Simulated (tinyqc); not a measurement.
Circular transfer-length structure: two steps of the calculation.

A disc contact of radius r0 and a very wide ring contact from r1 = r0 + sp outwards lie on a thin layer; the metal has no resistance and the sheet resistance under the contacts equals Rsh.

Values chosen for this exercise:
```
symbol   value      unit                                      meaning
Rsh         71    ohm/sq  sheet resistance of the semiconductor layer
rc      5.6e-6  ohm cm^2                 specific contact resistivity
r0          65        um                  radius of the inner contact
sp          70        um                     gap between the contacts
```

Problem 1. The three parts of the resistance. Transfer length Lt = sqrt(rc/Rsh). R = (Rsh/2 pi) [(Lt/r0) I0(r0/Lt)/I1(r0/Lt) + ln(r1/r0) + (Lt/r1) K0(r1/Lt)/K1(r1/Lt)] with modified Bessel functions; for r0 >> Lt both ratios tend to 1.

Wanted: Lt; I0/I1; K0/K1; inner contact; gap; outer contact; R.

Solution 1.

Lt = 2.8084 um
I0/I1 = 1.0223
K0/K1 = 0.98976
inner contact = 0.49914 ohm
gap = 8.2590 ohm
outer contact = 0.23267 ohm
R = 8.9908 ohm

The contacts make up 8.14 % of R.

Problem 2. The large-radius form. Large radius: R = (Rsh/2 pi) [Lt (1/r0 + 1/r1) + ln(r1/r0)], and linearised for sp << r0: Rsh (sp + 2 Lt)/(2 pi r0).

Find: large-radius R; linearised R.

Solution 2.

large-radius R = 8.9823 ohm
linearised R = 13.146 ohm

Computed by the program tinyqc: `OMP_NUM_THREADS=1 python tinyqc.py 2760111 2760112 out.jsonl`, one thread of a shared Intel Xeon 2.30GHz, about 0.01 s for the whole run.
